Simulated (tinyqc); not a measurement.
Polycrystal bounds against single-crystal directions: anisotropic elasticity and sound waves of a cubic crystal. Computed by tinyqc, a small Python program. Command: `OMP_NUM_THREADS=1 python tinyqc.py 3004575 3004576 out.jsonl cubicelastic walk`. One thread of a shared host (Intel(R) Xeon(R) Processor @ 2.30GHz), about 0.01 s of CPU time with the checks.

Voigt order 1..6 = xx, yy, zz, yz, xz, xy, with engineering shear strains. The rotated frame has x' as named, z' along the wafer normal and y' = z' x x'.

Inputs (values chosen for the exercise, modelled on gallium arsenide): C11 = 120 GPa; C12 = 54.29 GPa; C44 = 58.83 GPa.

Frame: (113) wafer, x' along [1-10].

Method. S11 = (C11 + C12)/D, S12 = -C12/D, D = (C11 - C12)(C11 + 2 C12), S44 = 1/C44. Zener ratio A = 2 C44/(C11 - C12); S0 = S11 - S12 - S44/2; H = 2 C44 + C12 - C11. B = (C11 + 2 C12)/3; Voigt G = (C11 - C12 + 3 C44)/5; Reuss G = 5/(4 (S11 - S12) + 3 S44); Hill is their mean; E = 9BG/(3B + G), nu = (3B - 2G)/(6B + 2G). Along <hkl>, with g = 0, 1/4, 1/3: 1/E = S11 - 2 S0 g; for a film with that normal C33 = C11 + 2 H g and M = [6B - (3B - C33) - (3B - C33)^2/C33]/2.

S11 = 11.6039 1/TPa

S12 = -3.61452 1/TPa

S44 = 16.9981 1/TPa

S0 = 6.71932 1/TPa

H = 51.95 GPa

Zener ratio A = 1.79060

bulk modulus B = 76.193 GPa

Averages:
```
average,G (GPa),E (GPa),nu
Voigt,48.440,119.91,0.23771
Reuss,44.696,112.16,0.25467
Hill,46.568,116.06,0.24613
```

Directions:
```
direction,E (GPa),biaxial modulus M (GPa)
<100>,86.18,125.17
<110>,121.30,163.91
<111>,140.36,173.93
```

What does the comparison show, and why?

The bounds on G differ by 8.4 %, while E varies by a factor 1.63 with direction; with A above 1 the stiffest axis is <111>. Under a fixed mismatch strain, grains with a <100> normal store the least energy.

Extremes, crossings and ranges named in words are read from the listed rows.
